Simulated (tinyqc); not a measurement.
Weibull analysis of times to dielectric breakdown, with area scaling: one step of the calculation.

Breakdown times follow F(t) = 1 - exp(-(t/t63)^beta). The 8 times below were drawn at random from beta = 1, t63 = 320 s and are treated as data; all samples failed.

Task. Likelihood estimate of beta. Maximum likelihood: a(beta) = 1/beta with a = sum t^beta ln t/sum t^beta - mean ln t. Fixed-point step: beta(new) = 1/a(beta).

| i | t (s) |
|---|---|
| 1 | 30.1 |
| 2 | 30.5 |
| 3 | 79.2 |
| 4 | 117 |
| 5 | 198 |
| 6 | 377 |
| 7 | 382 |
| 8 | 577 |

beta after iteration 1 = 1.2593115

Give: beta after iteration 2.

Result.

beta after iteration 2 = 1.059

Numbers from tinyqc (`OMP_NUM_THREADS=1 python tinyqc.py 2070139 2070140 out.jsonl`; about 0.01 s on one thread of a shared Intel Xeon 2.30GHz).
